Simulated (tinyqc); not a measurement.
# Thermoelectric coefficients of a parabolic band, Landauer integrals: two studies

Bulk parabolic band, x = (E - Ec)/kB T, C = hbar^2/(2 m0), kB T in eV. Modes per area gv m kB T x/(4 pi C) times the back-scattering length l0 x^rr give the transport function s0 X(x), s0 = (2 q^2/h) gv m kB T l0/(4 pi C), X = x^(1 + rr). I_k = int X (x - eta)^k w dx, w = 1/(4 cosh^2((x - eta)/2)).

Values chosen for this exercise: temperature T = 200 K; mass of one valley m = 1.1 m0; valleys gv = 4; back-scattering length at x = 1 l0 = 1.1 nm; energy exponent of that length rr = 2; lattice thermal conductivity kL = 6.1 W/(m K); reduced Fermi level (EF - Ec)/kB T eta = -0.9.

Constants: q = 1.602176634e-19 C, kB = 1.380649e-23 J/K, hbar = 1.054571817e-34 J s, h = 6.62607015e-34 J s, m0 = 9.1093837015e-31 kg, Vt = kB T/q, hbar^2/(2 m0) = 0.0380998212 eV nm^2. Results are converted to the units shown.

Each table varies one quantity; the others keep the values above.

## Effect of the Fermi level

sigma = s0 I_0, S = -(kB/q) I_1/I_0, Lorenz number L = (kB/q)^2 [I_2/I_0 - (I_1/I_0)^2], kappa_e = L sigma T. Power factor S^2 sigma, ZT = S^2 sigma T/(kappa_e + kL). The integrals are converged.

Effect of the Fermi level:
```
eta	sigma (S/cm)	S (uV/K)	kappa_e (W/(m K))	power factor (mW/(m K^2))	ZT
-4	14.80	-689.8	0.008788	0.7042	0.02306
-3	40.08	-604.3	0.02377	1.463	0.04779
-2	107.8	-519.9	0.06380	2.914	0.09456
-1	285.6	-438.1	0.1679	5.481	0.1749
0	730.2	-362.1	0.4241	9.574	0.2935
1	1753	-295.8	0.9968	15.34	0.4322
2	3852	-241.9	2.133	22.55	0.5477
3	7682	-200.2	4.142	30.79	0.6012
4	1.398e4	-168.5	7.371	39.68	0.5891
5	2.354e4	-144.2	12.19	48.96	0.5353
6	3.715e4	-125.4	18.99	58.45	0.4659
```

What does the table show?

sigma rises from 14.8 to 37200 S/cm, and S rises from -690 to -125 uV/K. Among the rows the power factor is largest at eta = 6 and ZT, 0.601, at eta = 3, where S = -200 uV/K. The power factor is still rising in the last row. ZT peaks at a lower eta than the power factor because kappa_e grows with sigma.

## Effect of the scattering exponent

Same model as above.

Effect of the scattering exponent:
```
rr	sigma (S/cm)	S (uV/K)	kappa_e (W/(m K))	power factor (mW/(m K^2))	ZT	L (1e-8 V^2/K^2)
-0.5	38.098	-223.03	0.0092574	0.18951	0.0062041	1.2150
0	46.053	-265.16	0.014262	0.32380	0.010591	1.5484
0.5	64.317	-306.55	0.024246	0.60440	0.019738	1.8849
1	100.26	-347.69	0.044684	1.2121	0.039450	2.2284
1.5	170.91	-388.86	0.088179	2.5844	0.083527	2.5797
2	314.30	-430.19	0.18468	5.8164	0.18510	2.9380
2.5	617.43	-471.73	0.40777	13.739	0.42225	3.3022
```

|S| rises from 223 to 472 uV/K, on average 82.9 uV/K for each unit of rr (kB/q = 86.2 uV/K in the non-degenerate limit), since a length that grows with energy favours hot carriers. The Lorenz number rises from 1.21 to 3.30 (1e-8 V^2/K^2). l0 is held fixed, so sigma changes too.

Range of the model: Parabolic bands, elastic scattering and a fixed kL make these model figures, not those of a material.

Computed by the program tinyqc: `OMP_NUM_THREADS=1 python tinyqc.py 2800016 2800017 out.jsonl`, one thread of a shared Intel Xeon 2.30GHz, about 0.03 s for the whole run.
